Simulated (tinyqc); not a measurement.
Length of a polyene: Hueckel, PPP and singles CI along the polyenes. Computed by the program tinyqc. Hueckel uses the same beta without repulsion; CIS keeps all single excitations and so misses the low, doubly excited 2Ag state. W is the valence ionisation energy of a centre, MN the Mataga-Nishimoto formula, f the oscillator strength.

All-trans chains of carbon centres 1.40 angstrom apart:

| parameter | value |
|---|---|
| beta (eV), times 1 +/- alternation | -2.200000 |
| alternation | 0.150000 |
| W (eV) | 11.160000 |
| gamma_rr (eV) | 11.370000 |
| repulsion formula | MN |

Gaps and excitations (eV):

| centres | Hueckel gap | PPP orbital gap | bright singlet (CIS) | f | lowest triplet (CIS) |
|---|---|---|---|---|---|
| 2 | 5.060 | 10.460 | 8.045 | 0.690 | 2.075 |
| 4 | 3.524 | 8.453 | 5.803 | 0.923 | 1.485 |
| 8 | 2.428 | 6.905 | 4.327 | 1.580 | 1.091 |
| 10 | 2.179 | 6.546 | 3.993 | 1.879 | 1.012 |

Estimate the missing row, centres = 6.

Computed row:
```
centres  Hueckel gap  PPP orbital gap  bright singlet (CIS)      f  lowest triplet (CIS)
6              2.822            7.471                 4.859  1.265                 1.227
```

The Hueckel gap tends to 4 x alternation x |beta| = 1.32 eV for long chains. Exchange opens the PPP orbital gap, and the attraction of electron and hole brings the bright state 2.55 eV below it at 10 centres; the triplet lies 2.98 eV lower still.
